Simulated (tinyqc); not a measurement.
Inside a calculation. Method: CCD on RHF in the 6-31g basis, for H2, spin multiplicity 1. One step of it, computed by the program tinyqc.

Task: Iteration 5 (converged): orbitals. Diagonalise F' = X^T F X, C = X C', fill 1 alpha and 1 beta electrons from the bottom; D = 2 C_occ C_occ^T. Each column has its largest component positive (the first on a tie).

converged F (hartree), lower triangle:
```
           1H 1s      1H 2s      2H 1s      2H 2s
1H 1s  -0.059302
1H 2s  -0.517591  -0.339704
2H 1s  -0.577715  -0.526405  -0.059302
2H 2s  -0.526405  -0.374534  -0.517591  -0.339704
```

X:
```
               1          2          3         4
1H 1s  -0.727960   0.776257   0.898598  0.270611
1H 2s   2.246247  -0.660800   0.291216  0.317893
2H 1s   0.727960   0.776257  -0.898598  0.270611
2H 2s  -2.246247  -0.660800  -0.291216  0.317893
```

Give: F' = X^T F X; orbital energies; coefficients C; D after iteration 5.

Result:

F' = X^T F X (hartree), lower triangle:
```
        1       2      3       4
1   0.843
2   0.000   0.751
3  -0.601   0.000  0.852
4   0.000  -0.109  0.000  -0.597
```

orbital energies (hartree): MO1 -0.606, MO2 0.247, MO3 0.759, MO4 1.449

coefficients C:
```
         MO1     MO2     MO3     MO4
1H 1s  0.332   0.116   0.752  -1.151
1H 2s  0.264   1.799  -0.684   1.376
2H 1s  0.332  -0.116   0.752   1.151
2H 2s  0.264  -1.799  -0.684  -1.376
```

D after iteration 5, lower triangle:
```
       1H 1s  1H 2s  2H 1s  2H 2s
1H 1s  0.221
1H 2s  0.175  0.139
2H 1s  0.221  0.175  0.221
2H 2s  0.175  0.139  0.175  0.139
```
